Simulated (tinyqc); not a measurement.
p-n junction with a stepped n side, non-linear Poisson equation by Newton steps: capacitance and field against bias.

One dimension, p side on the left, n side on the right; net doping C = -Na for x < 0, +N1 for 0 < x < L1 and +Nd beyond. The potential psi is counted from the intrinsic level, and the quasi-Fermi potentials are flat: 0 for holes and -V for electrons, so n = ni exp((psi + V)/Vt) and p = ni exp(-psi/Vt) (Boltzmann statistics, full ionisation, no current). Under reverse bias this makes the minority densities vanishingly small everywhere; they play no part in the charge.

The Poisson equation d/dx(eps0 eps_r dpsi/dx) = -q (p - n + C) is solved on a mesh of more than 1000 nodes that ends in neutral material (psi_p = -Vt ln(Na/ni), psi_n = Vt ln(Nd/ni) - V). C_j = q d/dV of the integral of p over x, from the linearised equation. ni = sqrt(Nc Nv) exp(-Eg/(2 Vt)), Eg in volts. Depletion approximation: Vbi = Vt ln(Na Nd/ni^2), W = sqrt(2 eps0 eps_r (Vbi - V)(1/Na + 1/Nd)/q), xp = W Nd/(Na + Nd), xn = W Na/(Na + Nd), peak field 2 (Vbi - V)/W, capacitance eps0 eps_r/W. The last column applies it to an abrupt Na-Nd junction.

Inputs (values chosen for the exercise); band and dielectric values close to those of silicon: temperature T = 250 K; band gap Eg = 1.14 eV; relative permittivity eps_r = 11.8; conduction-band density of states at T Nc = 2.13e19 cm^-3; valence-band density of states at T Nv = 2e19 cm^-3; acceptor density of the p side Na = 1.3e18 cm^-3; donor density of the n side Nd = 3e16 cm^-3; width of the first n layer L1 = 220 nm; donor density of the first n layer N1 = 1.5e17 cm^-3.

Constants: q = 1.602176634e-19 C, kB = 1.380649e-23 J/K, Vt = kB T/q, eps0 = 8.8541878128e-14 F/cm where lengths are in cm. Results are converted to the units shown.

Result of one run:

| peak \|E\| (kV/cm) | C_j (nF/cm^2) | 1/C_j^2 (cm^4/uF^2) | eps0 eps_r/C_j (nm) | abrupt depletion C (nF/cm^2) |
|---|---|---|---|---|
| 248.8 | 86.59 | 133.4 | 120.7 | 40.32 |

Which bias of the p side against the n side V gave this result: 0.14, -0.57, -0.93 or -1.64 V?

V = -0.57 V.

The whole series:

| V (V) | peak \|E\| (kV/cm) | C_j (nF/cm^2) | 1/C_j^2 (cm^4/uF^2) | eps0 eps_r/C_j (nm) | abrupt depletion C (nF/cm^2) |
|---|---|---|---|---|---|
| 0.14 | 180.9 | 119.3 | 70.27 | 87.58 | 55.40 |
| -0.22 | 217.9 | 98.88 | 102.3 | 105.7 | 46.00 |
| -0.57 | 248.8 | 86.59 | 133.4 | 120.7 | 40.32 |
| -0.93 | 277.1 | 77.76 | 165.4 | 134.4 | 36.23 |
| -1.29 | 302.7 | 71.18 | 197.3 | 146.8 | 33.18 |
| -1.64 | 325.7 | 66.16 | 228.4 | 157.9 | 30.84 |
| -2 | 347.7 | 61.96 | 260.4 | 168.6 | 28.89 |

With V going from 0.14 to -2 V, C_j falls from 119 to 62.0 nF/cm^2 and the peak field rises from 181 to 348 kV/cm. The slope of 1/C_j^2, read as N = 2/(q eps0 eps_r |slope|), gives 1.34e17 cm^-3 between the first two rows and 1.34e17 cm^-3 between the last two, against Na Nd/(Na + Nd) = 2.93e16 cm^-3; the slopes of all rows agree within 0.07 %, as for uniform doping at both edges. At the end C_j goes as (Vbi - V)^(-0.50) with Vbi = 0.940 V, and it is 2.14 times the abrupt depletion formula (at the first row 2.15 times it).

Numbers from tinyqc (`OMP_NUM_THREADS=1 python tinyqc.py 2000158 2000159 out.jsonl`; about 0.06 s on one thread of a shared Intel Xeon 2.30GHz).
